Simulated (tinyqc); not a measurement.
Inversion layer as a triangular well, valleys of the Si type, step by step. Values are carried at full precision from step to step, so a last printed digit may differ when a step is redone from the rounded ones.

Six ellipsoidal valleys with their long axes along the cube axes, mass ml along the axis and mt across it. For a valley whose axis makes the angle theta with the surface normal, 1/m_z = cos^2(theta)/ml + sin^2(theta)/mt sets the confinement; in the plane the masses are m_1 = mt and m_2 = ml mt/m_z, and m_d = sqrt(m_1 m_2).

Constants: e^2/(4 pi eps0) = 14.39964547 eV angstrom; hbar^2/2m0 = 3.80998211 eV angstrom^2; kB = 8.617333262e-05 eV/K.

Inputs chosen for the exercise (near those of Si; the results hold for these values, not for the real material):
- ml = 0.91 m0 (longitudinal mass)
- mt = 0.193 m0 (transverse mass)
- face = 100 (surface)
- eps = 11.6 (dielectric constant)
- Ns = 1.9 x 1e12/cm^2 (electron sheet density)
- Nd = 0.75 x 1e12/cm^2 (depletion charge)
- eta = 0.75 (share of Ns in the effective field)
- T = 300 K (temperature)
- tox = 24 angstrom (SiO2-equivalent oxide thickness)

## Valley masses on the (100) face

Group the valleys by their angle to the normal, heaviest m_z first.

Valleys (masses in m0):

| valleys g | cos^2(theta) | m_z | m_1 | m_2 | m_d |
|---|---|---|---|---|---|
| 2 | 1.0000 | 0.9100 | 0.1930 | 0.1930 | 0.1930 |
| 4 | 0.0000 | 0.1930 | 0.1930 | 0.9100 | 0.4191 |

The 2 valleys with the heaviest m_z will give the lowest ladder of subbands.

## Effective field

The field is taken as constant, e F = 4 pi (e^2/4 pi eps0)(Nd + eta Ns)/eps, with 1e12/cm^2 = 1e-4/angstrom^2, and the oxide as a hard wall at z = 0; c = hbar^2/2m0.

Find e F, and F in MV/cm (1 MV/cm = 0.01 V/angstrom).

e F = 0.00339284 eV/angstrom
F = 0.3393 MV/cm

## Subband ladders

Level j of a valley lies at E_j = a_j (c (e F)^2/m_z)^(1/3) above the band edge at the surface, with the Airy zeros a_j = 2.338107, 4.087949, 5.520560, 6.786708, 7.944134, 9.022651, 10.040174, 11.008524, 11.936016, 12.828777, and has <z> = 2 E_j/(3 e F).

The ten lowest levels of all groups of valleys together, j = 0, 1, ..., c = hbar^2/2m0; primes mark the groups with lighter m_z.

Subbands:

| label | valleys g | m_d (m0) | E (eV) | <z> (angstrom) |
|---|---|---|---|---|
| 0 | 2 | 0.1930 | 0.0851 | 16.72 |
| 0' | 4 | 0.4191 | 0.1427 | 28.04 |
| 1 | 2 | 0.1930 | 0.1488 | 29.23 |
| 2 | 2 | 0.1930 | 0.2009 | 39.48 |
| 3 | 2 | 0.1930 | 0.2470 | 48.53 |
| 1' | 4 | 0.4191 | 0.2495 | 49.02 |
| 4 | 2 | 0.1930 | 0.2891 | 56.81 |
| 5 | 2 | 0.1930 | 0.3283 | 64.52 |
| 2' | 4 | 0.4191 | 0.3369 | 66.20 |
| 6 | 2 | 0.1930 | 0.3654 | 71.79 |

The second subband is 0', 57.6 meV above the first.

## Fermi level and populations

Subband i holds n_i = g m_d/(2 pi c) kB T ln(1 + exp((EF - E_i)/kB T)) (spin included), and EF is fixed by sum n_i = Ns over the levels listed or, where none are listed, over j = 0 to 9 of each group; 1e12/cm^2 = 1e-4/angstrom^2.

Solve for EF; c = hbar^2/2m0. The mean distance is sum n_i <z>_i/Ns.

EF = 0.0555 eV

Populations:

| label | (EF - E)/kB T | n (1e12/cm^2) | share (%) |
|---|---|---|---|
| 0 | -1.15 | 1.150 | 60.6 |
| 0' | -3.37 | 0.610 | 32.1 |
| 1 | -3.61 | 0.111 | 5.9 |
| 2 | -5.63 | 0.015 | 0.8 |
| 3 | -7.41 | 0.003 | 0.1 |
| 1' | -7.50 | 0.010 | 0.5 |
| 4 | -9.04 | 0.000 | 0.0 |
| 5 | -10.56 | 0.000 | 0.0 |
| 2' | -10.89 | 0.000 | 0.0 |
| 6 | -11.99 | 0.000 | 0.0 |

mean distance from the surface = 21.50 angstrom

The lowest subband holds 60.6 % of the electrons and is partly degenerate (EF within a few kB T of its edge).

## Effect on the gate capacitance

The charge sits at the mean distance <z> from the surface, which adds (3.9/eps) <z> to the oxide thickness; C/Cox = tox/(tox + 3.9 <z>/eps). The density-of-states term is left out.

added thickness = 7.23 angstrom
C/Cox = 0.769

## Checks

- Lowest level by finite differences against the Airy formula, eV: both 0.0851.

Computed by tinyqc, a small Python program: `OMP_NUM_THREADS=1 python tinyqc.py 1280611 1280612 out.jsonl` (the numbers bound the seed that draws the inputs); one thread of a shared host (Intel(R) Xeon(R) Processor @ 2.30GHz), about 0.03 s for the whole set of steps.
